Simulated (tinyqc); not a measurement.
Three ways to interpolate a mass: alloy A(1-x)B(x) by interpolation with bowing.

Each gap follows E(x) = (1 - x) E_A + x E_B - C x (1 - x); the lattice constant follows Vegard, a(x) = (1 - x) a_A + x a_B.

Mass at Gamma from the Kane formula 1/m = F + Ep (Eg + 2 Dso/3)/(Eg (Eg + Dso)). F is fixed by the masses of A and B and interpolated linearly, as is Ep; Eg and Dso carry their bowing.

Inputs chosen for the exercise (A near GaAs, B near GaSb; the results hold for these values, not for the real material): Eg = (1.498, 0.821) eV (gap at Gamma to the s-like level of A, B); Dso = (0.336, 0.753) eV (spin-orbit splitting of A, B); Ep = (26, 26.7) eV (Kane energy of A, B); me = (0.0665, 0.0394) m0 (electron mass at Gamma of A, B); C = (1.379, 1.155, 1.422) eV (bowing of the Gamma, X and L gaps); Cs = 0.5 eV (bowing of Dso).

Linear in m, linear in 1/m, and the Kane formula.

Masses (m0):

| x | Eg (eV) | linear in m | linear in 1/m | Kane | Kane m/Eg (1/eV) |
|---|---|---|---|---|---|
| 0.000 | 1.498 | 0.0665 | 0.0665 | 0.0665 | 0.0444 |
| 0.125 | 1.263 | 0.0631 | 0.0612 | 0.0559 | 0.0443 |
| 0.250 | 1.070 | 0.0597 | 0.0567 | 0.0475 | 0.0444 |
| 0.375 | 0.921 | 0.0563 | 0.0529 | 0.0412 | 0.0448 |
| 0.625 | 0.752 | 0.0496 | 0.0465 | 0.0346 | 0.0460 |
| 0.750 | 0.732 | 0.0462 | 0.0439 | 0.0342 | 0.0467 |
| 0.875 | 0.755 | 0.0428 | 0.0415 | 0.0358 | 0.0474 |
| 1.000 | 0.821 | 0.0394 | 0.0394 | 0.0394 | 0.0480 |

Give the missing row, x = 0.500.

Computed row:
```
x      Eg (eV)  linear in m  linear in 1/m    Kane  Kane m/Eg (1/eV)
0.500    0.815       0.0529         0.0495  0.0369            0.0453
```

At x = 0.5 the three give 0.0529, 0.0495 and 0.0369; judged by the largest distance, the Kane value is closer to the interpolation in 1/m (largest distances 0.0160 m0 from the rule in m, 0.0125 m0 from the rule in 1/m), and it dips below both end values, following the bowed gap, which neither rule can do. The ratio m/Eg varies by a factor of 1.08 while the gap varies by 2.05; a constant ratio is the two-band rule m = Eg/Ep at fixed Ep.

Run: tinyqc, `OMP_NUM_THREADS=1 python tinyqc.py 1050810 1050811 out.jsonl`; Intel(R) Xeon(R) Processor @ 2.30GHz, one thread, shared host; about 0.01 s of CPU time with all checks.
